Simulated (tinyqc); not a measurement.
# Dose and depth of a threshold implant

Inverse problem. A sheet of D acceptors per cm^2 lies at depth xi inside the depleted layer of a body doped Na. In the depletion approximation VT = Vfb + f2 + q D/Cox + gamma sqrt(f2 + Vsb - q D xi/(eps0 eps_r)), gamma = sqrt(2 eps0 eps_r q Na)/Cox, Cox = eps0 eox/tox. Find gamma, D and xi.

Values chosen for this exercise; band and dielectric values close to those of silicon: relative permittivity eps_r = 11.6; acceptor density deep in the body Na = 1.7e18 cm^-3; relative permittivity of the gate insulator (close to silicon dioxide) eox = 3.9; insulator thickness tox = 10 nm; flat-band voltage Vfb = -0.37 V; band bending 2 phiF at threshold f2 = 0.948 V.

Constants: q = 1.602176634e-19 C, eps0 = 8.8541878128e-14 F/cm where lengths are in cm. Results are converted to the units shown.

VT against the source at Vsb = 0 and 1.2 V (V): 3.2120862  4.3044967

Solution. With y^2 = f2 - q D xi/(eps0 eps_r) and d the difference of the thresholds over gamma, sqrt(y^2 + Vsb) - y = d gives y = (Vsb - d^2)/(2 d). The first threshold then gives D, and y^2 gives xi.

gamma = 2.166 V^0.5
D = 1.300e12 cm^-2
xi = 3.400 nm

Program tinyqc, `OMP_NUM_THREADS=1 python tinyqc.py 2080002 2080003 out.jsonl`; Intel Xeon 2.30GHz, shared host, one thread, about 0.6 s.
